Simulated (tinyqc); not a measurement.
Worked calculation: band edges of strained Si(1-x)Ge(x) on relaxed Si(1-y)Ge(y). Values are carried at full precision from step to step, so a last printed digit may differ when a step is redone from the rounded ones.

Values are linear in the Ge fraction but for ED(x) = linear - CD x (1 - x) and a(x) = linear - Ca x (1 - x). Energies are on the common scale of Ev.

Inputs chosen for the exercise (end members near Si and Ge, in this order; the results hold for these values, not for the real material):
```
symbol  value           unit      meaning
a       (5.432, 5.661)  angstrom  lattice constant
Dso     (0.044, 0.294)  eV        spin-orbit splitting
av      (2.47, 1.25)    eV        valence hydrostatic potential
b       (-2.1, -2.55)   eV        tetragonal shear potential
d       (-4.83, -5.37)  eV        trigonal shear potential
C11     (164.8, 129.2)  GPa
C12     (64.1, 48.4)    GPa
C44     (78.9, 67.2)    GPa
Ev      (0, 0.67)       eV        top of the unstrained valence band
ED      (1.143, 0.929)  eV        gap to the Delta valleys
EL      (2.047, 0.732)  eV        gap to the L valleys
aD      (1.66, 1.41)    eV        hydrostatic potential of the Delta gap
aL      (-3.14, -2.69)  eV        hydrostatic potential of the L gap
XuD     (8.92, 9.56)    eV        uniaxial potential, Delta
XuL     (15.53, 14.89)  eV        uniaxial potential, L
CD      0.227           eV        bowing of the Delta gap
Ca      0               angstrom  bowing of the lattice constant
x       0.33                      Ge fraction of the layer
y       0                         Ge fraction of the relaxed buffer
face    110                       growth face
```

## Values of the layer and the buffer

Interpolate at x and at y.

Interpolated values (a in angstrom, C11, C12, C44 in GPa, all else in eV):
```
symbol     layer    buffer
a         5.5076    5.4320
Dso       0.1265    0.0440
av        2.0674    2.4700
b        -2.2485   -2.1000
d        -5.0082   -4.8300
C11     153.0520  164.8000
C12      58.9190   64.1000
C44      75.0390   78.9000
Ev        0.2211    0.0000
ED        1.0222    1.1430
EL        1.6131    2.0470
aD        1.5775    1.6600
aL       -2.9915   -3.1400
XuD       9.1312    8.9200
XuL      15.3188   15.5300
```

## Strain of the layer on a (110) buffer

Coherent growth on a (110) face: e_par = (a(y) - a(x))/a(x), e_perp = -(C11 + 3 C12 - 2 C44)/(C11 + C12 + 2 C44) e_par; exx = eyy = (e_par + e_perp)/2, ezz = e_par, exy = (e_perp - e_par)/2, eyz = ezx = 0.

Use the elastic constants of the layer.

e_par = -0.013721
e_perp = 0.006812

strain tensor in the cubic axes, rows x, y, z and columns alike:
$$\begin{pmatrix}
-0.003455 & 0.010266 & 0.000000 \\
0.010266 & -0.003455 & 0.000000 \\
0.000000 & 0.000000 & -0.013721
\end{pmatrix}$$

The layer is under compression in the plane; its volume changes by -2.063 %.

## Conduction valleys of the layer

A valley with unit axis u lies at Ev + gap + (av + a_valley) tr(e) + Xu (u.e.u - tr(e)/3); the Delta axes are x, y, z and the L axes [111], [1-1-1], [-11-1], [-1-11]. The second-order shift of the Delta valleys under shear is left out; it lowers the pair normal to the sheared plane by tens of meV at a shear of 1 %.

Give the hydrostatic shifts, the uniaxial shifts and the edges.

hydrostatic shifts of Delta and L (eV): [-0.0752, 0.0191]

uniaxial shifts (eV): Delta x 0.0312, Delta y 0.0312, Delta z -0.0625, L [111] 0.1048, L [1-1-1] -0.1048, L [-11-1] -0.1048, L [-1-11] 0.1048

valley edges (eV): Delta x 1.1993, Delta y 1.1993, Delta z 1.1056, L [111] 1.9581, L [1-1-1] 1.7484, L [-11-1] 1.7484, L [-1-11] 1.9581

The lowest set is Delta2 (the digit counts whole valleys) at 1.1056 eV; the Delta valleys spread over 94 meV and the L valleys over 210 meV.

## Valence edges of the layer

Valence edges: Ev plus the levels of the 6 x 6 matrix of X, Y, Z times spin with -Dso/3 + l exx + m (eyy + ezz) on the diagonal (cyclic), n exy off it, l = av + 2 b, m = av - b, n = sqrt(3) d. Spin-orbit term (Dso/3) L.sigma on X, Y, Z with (L_k)_ij = -i epsilon_kij: <X+|H|Y+> = -i Dso/3, <X+|H|Z-> = Dso/3, <Y+|H|Z-> = -i Dso/3, <Z+|H|X-> = -Dso/3, <Z+|H|Y-> = i Dso/3, <X-|H|Y-> = i Dso/3, and their conjugates; + and - are the spin along z.

Give the strain block and the three twofold edges.

strain block (eV), rows X, Y, Z and columns alike:
$$\begin{pmatrix}
-0.0657 & -0.0891 & 0 \\
-0.0891 & -0.0657 & 0 \\
0 & 0 & 0.0035
\end{pmatrix}$$

edges from the top (eV): [0.2359, 0.1726, 0.0003]

The top two edges are split by 63 meV.

## Gap and offsets against the buffer

Buffer: Ev(y) and Ec = Ev(y) + min(ED, EL). dEc = Ec(buffer) - Ec(layer), dEv = Ev(layer) - Ev(buffer); positive values confine the carrier in the layer; type I if both have one sign.

gap of the strained layer = 0.8697 eV
gap of the buffer = 1.1430 eV
dEc = 0.0374 eV
dEv = 0.2359 eV

Type I: electrons collect in the layer (37 meV) and holes in the layer (236 meV). The relaxed layer would have a gap of 1.022 eV, so strain has moved it by -153 meV. An offset this small is within the spread of published parameter sets, so the type is not settled by this model.

## Checks

- Mean of the three Delta edges against the hydrostatic shift alone (eV): both 1.16809.

(tinyqc, `OMP_NUM_THREADS=1 python tinyqc.py 1051546 1051547 out.jsonl`, Intel(R) Xeon(R) Processor @ 2.30GHz, 1 thread, shared host, about 0.01 s.)
